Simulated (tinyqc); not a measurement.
Bandgap voltage reference from two bipolar transistors: one step of the calculation.

Two transistors of area 1 and N carry the same current I. Is(T) = Is (T/T0)^eta exp[(Vg0 q/kB)(1/T0 - 1/T)], VBE1 = Vt ln(I/Is(T)) + I rb, VBE2 = Vt ln(I/(N Is(T))) + I rb/N. The amplifier forces I R1(T) = VBE1 - VBE2 + Vos, with R(T) = R (1 + tc (T - T0)) for both resistors, and the output is Vref = VBE1 + I R2(T). Base currents and the Early effect are neglected.

Task. Operating point at another temperature. Vt = kB T/q; I = (Vt ln N + Vos)/(R1(T) - rb (1 - 1/N)).

Inputs (values chosen for the exercise); values of the order met in silicon bipolar transistors:
```
symbol,value,unit,meaning
T0,300,K,reference temperature
Vg0,1.185,V,band-gap voltage extrapolated to 0 K
eta,3.6,,temperature exponent of the saturation current
Is,4.4e-18,A,saturation current of the unit transistor at T0
N,8,,area ratio of the second transistor
R1,12,kohm,"resistor across which the difference of VBE falls, at T0"
tc,0,ppm/K,temperature coefficient of both resistors
Vos,1.4,mV,offset of the amplifier
rb,68,ohm,series resistance of the unit transistor
R2,121.7,kohm,output resistor at T0
T,333,K,temperature
```

Constants: q = 1.602176634e-19 C, kB = 1.380649e-23 J/K. Results are converted to the units shown.

Wanted: Vt; I; Is(T); VBE1; I R2; Vref.

Result.

Vt = 0.028696 V
I = 5.1146 uA
Is(T) = 6.0172e-16 A
VBE1 = 0.65643 V
I R2 = 0.62245 V
Vref = 1.2789 V

From T0 to T, VBE1 changes by -59.5 mV and I R2 by 60.3 mV, which leaves 0.809 mV in Vref.

Computed by the program tinyqc: `OMP_NUM_THREADS=1 python tinyqc.py 2062077 2062078 out.jsonl`, one thread of a shared Intel Xeon 2.30GHz, about 0.02 s for the whole run.
